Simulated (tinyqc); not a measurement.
Metal gate on a two-layer dielectric stack with fixed charge and a dipole: two steps of the calculation.

Gate, layer 2, layer 1, p-type semiconductor; x runs from the gate inwards. Charges are counted in units of +q. psi is the band bending at the surface, positive towards inversion. Classical charge, Boltzmann statistics, no interface traps.

Values chosen for this exercise; band and dielectric values close to those of In0.53Ga0.47As, layer 1 close to silicon dioxide, layer 2 close to hafnium oxide:

| symbol | value | unit | meaning |
|---|---|---|---|
| T | 350 | K | temperature |
| Eg | 0.734 | eV | band gap |
| eps_r | 13.7 |  | relative permittivity |
| Nc | 2.67e17 | cm^-3 | conduction-band density of states at T |
| Nv | 9.82e18 | cm^-3 | valence-band density of states at T |
| chi | 4.52 | eV | electron affinity |
| Na | 4.2e16 | cm^-3 | acceptor density |
| pM | 5.03 | eV | work function of the gate metal |
| t1 | 1.9 | nm | thickness of layer 1, next to the semiconductor |
| e1 | 4.03 |  | relative permittivity of layer 1 |
| t2 | 2 | nm | thickness of layer 2, next to the gate |
| e2 | 21.9 |  | relative permittivity of layer 2 |
| Q1 | 5.8e10 | cm^-2 | fixed charge at the semiconductor interface |
| Q2 | 4.9e12 | cm^-2 | fixed charge between the layers |
| r1 | 1e19 | cm^-3 | uniform charge density in layer 1 |
| r2 | 8.8e17 | cm^-3 | uniform charge density in layer 2 |
| Vd | 0.31 | V | flat-band shift by a dipole layer between the layers |
| ps | 0.433 | V | band bending psi of the working point |

Constants: q = 1.602176634e-19 C, kB = 1.380649e-23 J/K, Vt = kB T/q, eps0 = 8.8541878128e-14 F/cm where lengths are in cm. Results are converted to the units shown.

Problem 1. Charge in the semiconductor. ni = sqrt(Nc Nv) exp(-Eg/(2 Vt)), Eg in volts. Qs = -sign(psi) sqrt(2 q eps0 eps_r Na Vt [exp(-u) + u - 1 + (ni/Na)^2 (exp(u) - u - 1)]), u = psi/Vt.

Find: Qs.

Solution 1.

Qs = -0.081304 uC/cm^2

The surface is depleted or weakly inverted.

Problem 2. Fields and voltage drops. EOT = 3.9 (t1/e1 + t2/e2), Cox = eps0/(t1/e1 + t2/e2); phi_ms = pM - (chi + Eg - Vt ln(Nv/Na)).

Gauss: D = -Qs just inside the semiconductor; going towards the gate subtract q Q1, then q r1 t1, q Q2 and q r2 t2. Field = D/(eps0 e); the drop over a layer is its mean field times its thickness; Vg = phi_ms + Vd + psi + both drops.

Qs = -0.081304003 uC/cm^2

Find: D; field; drop over layer 2; drop over layer 1; Vg.

Solution 2.

| place | D (uC/cm^2) | field (MV/cm) |
|---|---|---|
| layer 2, gate side | -1.046 | -0.5393 |
| layer 2, inner side | -1.017 | -0.5247 |
| layer 1, outer side | -0.232 | -0.6513 |
| layer 1, semiconductor side | 0.072 | 0.2018 |
| semiconductor surface | 0.081 | 0.0670 |

drop over layer 2 = -0.1064 V
drop over layer 1 = -0.04270 V
Vg = 0.5344 V

The same Vg follows from Vfb + psi - Qs/Cox. The largest field, 0.651 MV/cm in size, is at: layer 1, outer side.

tinyqc, about 0.01 s, one thread, Intel Xeon 2.30GHz (shared host): `OMP_NUM_THREADS=1 python tinyqc.py 2010073 2010074 out.jsonl`
